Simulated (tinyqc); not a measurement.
Inside a calculation. Method: RKS/PBE in the 6-31g basis, for H2, spin multiplicity 1. One step of it, computed by the program tinyqc.

Question. Iteration 2: building the Kohn-Sham matrix. J_ij = sum D_kl (ij|kl); F = H + J + V_xc; E = tr D H + tr D J / 2 + E_xc + E_nn.

D after iteration 1, lower triangle:
```
          1H 1s     1H 2s     2H 1s     2H 2s
1H 1s  0.295451
1H 2s  0.348679  0.411498
2H 1s  0.201968  0.238354  0.138063
2H 2s  0.089162  0.105225  0.060950  0.026907
```

core Hamiltonian H = T + V (hartree), lower triangle:
```
           1H 1s      1H 2s      2H 1s      2H 2s
1H 1s  -0.839874
1H 2s  -0.857117  -0.884514
2H 1s  -0.578732  -0.655730  -0.839874
2H 2s  -0.655730  -0.777107  -0.857117  -0.884514
```

Two-electron integrals (ij|kl) in chemists' order, unique and non-zero (hartree):
```
(11|11) 1.076566   (21|11) 0.578470   (21|21) 0.329423   (22|11) 0.587396
(22|21) 0.361304   (22|22) 0.453150   (31|11) 0.268837   (31|21) 0.155297
(31|22) 0.173289   (31|31) 0.096107   (32|11) 0.276645   (32|21) 0.170598
(32|22) 0.212417   (32|31) 0.112942   (32|32) 0.151622   (33|11) 0.566453
(33|21) 0.358420   (33|22) 0.462829   (33|31) 0.268837   (33|32) 0.385239
(33|33) 1.076566   (41|11) 0.385239   (41|21) 0.220504   (41|22) 0.243803
(41|31) 0.112942   (41|32) 0.127310   (41|33) 0.276645   (41|41) 0.151622
(42|11) 0.434981   (42|21) 0.269689   (42|22) 0.344356   (42|31) 0.145536
(42|32) 0.189536   (42|33) 0.434981   (42|41) 0.189536   (42|42) 0.282738
(43|11) 0.358420   (43|21) 0.225552   (43|22) 0.292566   (43|31) 0.155297
(43|32) 0.220504   (43|33) 0.578470   (43|41) 0.170598   (43|42) 0.269689
(43|43) 0.329423   (44|11) 0.462829   (44|21) 0.292566   (44|22) 0.390946
(44|31) 0.173289   (44|32) 0.243803   (44|33) 0.587396   (44|41) 0.212417
(44|42) 0.344356   (44|43) 0.361304   (44|44) 0.453150
```

nuclear repulsion = 0.58472620 hartree

V_xc (hartree), lower triangle:
```
           1H 1s      1H 2s      2H 1s      2H 2s
1H 1s  -0.560368
1H 2s  -0.303256  -0.296349
2H 1s  -0.167188  -0.190853  -0.480495
2H 2s  -0.209933  -0.235937  -0.262871  -0.266319
```

E_xc = sum of w rho eps_xc = -0.66216964 hartree

Give: Coulomb J; Kohn-Sham matrix F; total energy of this density.

Answer.

Coulomb J (hartree), lower triangle:
```
        1H 1s   1H 2s   2H 1s   2H 2s
1H 1s  1.4982
1H 2s  0.8743  1.0093
2H 1s  0.4632  0.5552  1.2758
2H 2s  0.6059  0.8029  0.7683  0.9355
```

Kohn-Sham matrix F (hartree), lower triangle:
```
         1H 1s    1H 2s    2H 1s    2H 2s
1H 1s   0.0980
1H 2s  -0.2861  -0.1716
2H 1s  -0.2827  -0.2914  -0.0445
2H 2s  -0.2598  -0.2101  -0.3516  -0.2153
```

total energy of this density = -1.112636 hartree
